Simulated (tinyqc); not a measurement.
The basis set: RHF and MP2 along a ladder of basis sets, for H4, spin multiplicity 1. Computed by the program tinyqc with PySCF. Command: `OMP_NUM_THREADS=1 python tinyqc.py 112013 112014 out.jsonl`; one thread of a shared host (Intel(R) Xeon(R) Processor @ 2.60GHz), about 2 s.

Geometry (angstrom):

| atom | x | y | z |
|---|---|---|---|
| H | 0.0000 | 0.0000 | 0.0000 |
| H | 0.0000 | 0.0000 | 0.7790 |
| H | 0.0000 | 0.0000 | 1.7070 |
| H | 0.0000 | 0.0000 | 2.4860 |

Same geometry throughout; the dipole is taken about the origin.

RHF and frozen-core MP2 in a ladder of bases:

| basis | functions | E(RHF) (hartree) | E(MP2 corr) (hartree) | HOMO (eV) | LUMO (eV) | dipole (debye) |
|---|---|---|---|---|---|---|
| sto-3g | 4 | -2.16140 | -0.02887 | -12.191 | 12.498 | 0.000 |
| 3-21g | 8 | -2.19024 | -0.03742 | -12.840 | 6.013 | 0.000 |
| 6-31g | 8 | -2.19699 | -0.03763 | -12.930 | 5.549 | 0.000 |
| 6-31g** | 20 | -2.20349 | -0.05896 | -12.943 | 5.554 | 0.000 |
| cc-pvdz | 20 | -2.19858 | -0.06032 | -12.898 | 4.792 | 0.000 |
| aug-cc-pvdz | 36 | -2.19915 | -0.06315 | -12.923 | 1.321 | 0.000 |
| cc-pvtz | 56 | -2.20678 | -0.07176 | -12.952 | 4.097 | 0.000 |

From cc-pVDZ to cc-pVTZ the RHF energy falls by 8.2 mhartree and the correlation energy by 11.4. If valence correlation converges as X^-3, (27 E(T) - 8 E(D))/19 gives -0.0766 hartree, a rough estimate from such small X that usually falls short; STO-3G holds about 38 % of it. Beyond STO-3G the LUMO moves by 4.7 eV and the HOMO by 0.1 eV; diffuse functions lower the positive LUMO sharply, since an unbound virtual level tracks the most diffuse function.
